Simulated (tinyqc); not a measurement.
Nanowire ballistic transistor, top-of-the-barrier model: effect of the temperature.

At the top of the source barrier, states moving towards the drain are filled by the source (Fermi level 0) and states moving back by the drain (Fermi level -q Vd); nothing scatters. U is the shift of the band edge there, set by the capacitances CG, CD and CS (the total) and by the charge. Parabolic one-dimensional subbands; the source is grounded.

N0 = gv sqrt(2 m kB T/pi)/hbar, CG = 2 pi eps0 eox/ln(1 + 2 tox/d), CS = CG/aG, n0 = n at U = 0 and Vd = 0. eta1 = -(E0 + U)/Vt, eta2 = eta1 - Vd/Vt, n = (N0/2)[F_(-1/2)(eta1) + F_(-1/2)(eta2)], F_(-1/2)(x) = (1/sqrt(pi)) int_0^infinity u^(-1/2)/(1 + exp(u - x)) du. Each F is summed over the two subbands, F(eta) + F(eta - dE/Vt), which share the mass. U = UL + q (n - n0)/CS with UL = -(aG Vg + aD Vd), energies in eV. I = gv (2 q^2/h) Vt [ln(1 + exp eta1) - ln(1 + exp eta2)], summed over both subbands. CQ = (q/Vt) dn/d(eta1). E0 is held fixed.

Values chosen for this exercise; mass and valleys made up:

| symbol | value | unit | meaning |
|---|---|---|---|
| m | 0.641 | m0 | effective mass |
| gv | 4 |  | valley degeneracy |
| eox | 16 |  | relative permittivity of the gate insulator |
| tox | 2.6 | nm | insulator thickness |
| d | 2 | nm | wire diameter |
| dE | 0.08 | eV | offset of a second subband (0: none) |
| aG | 0.93 |  | gate control CG/CS |
| aD | 0.055 |  | drain control CD/CS |
| E0 | 0.21 | eV | band edge at the barrier top above the source Fermi level at zero bias |
| Vg | 0.7 | V | gate voltage |
| Vd | 0.7 | V | drain voltage |

Constants: q = 1.602176634e-19 C, kB = 1.380649e-23 J/K, hbar = 1.054571817e-34 J s, h = 6.62607015e-34 J s, m0 = 9.1093837015e-31 kg, Vt = kB T/q, eps0 = 8.8541878128e-14 F/cm where lengths are in cm. Results are converted to the units shown.

Result of one run:
```
eta1   n (cm^-1)  I (uA)  mean velocity I/(q n) (cm/s)  CQ/CS
5.302    1.853e7   29.21                       9.840e6  5.226
```

Which temperature T gave this result: 77, 120, 180, 300 or 420 K?

T = 180 K.

The whole series:
```
T (K)   eta1  n (cm^-1)  I (uA)  mean velocity I/(q n) (cm/s)  CQ/CS
50     19.65    1.841e7   28.08                       9.517e6  8.678
77     12.71    1.843e7   28.35                       9.603e6  7.253
120    8.075    1.847e7   28.69                       9.695e6  6.030
180    5.302    1.853e7   29.21                       9.840e6  5.226
240    3.927    1.858e7   29.93                       1.006e7  4.815
300    3.108    1.862e7   30.86                       1.034e7  4.537
360    2.564    1.867e7   31.96                       1.068e7  4.304
420    2.176    1.875e7   33.20                       1.105e7  4.092
```

As T goes from 50 to 420 K, n rises from 1.84e7 to 1.87e7 cm^-1, the mean velocity rises from 9.52e6 to 1.11e7 cm/s and the current rises from 28.1 to 33.2 uA. CQ/CS goes from 8.7 to 4.1.

tinyqc, about 0.08 s, one thread, Intel Xeon 2.30GHz (shared host): `OMP_NUM_THREADS=1 python tinyqc.py 2400013 2400014 out.jsonl`
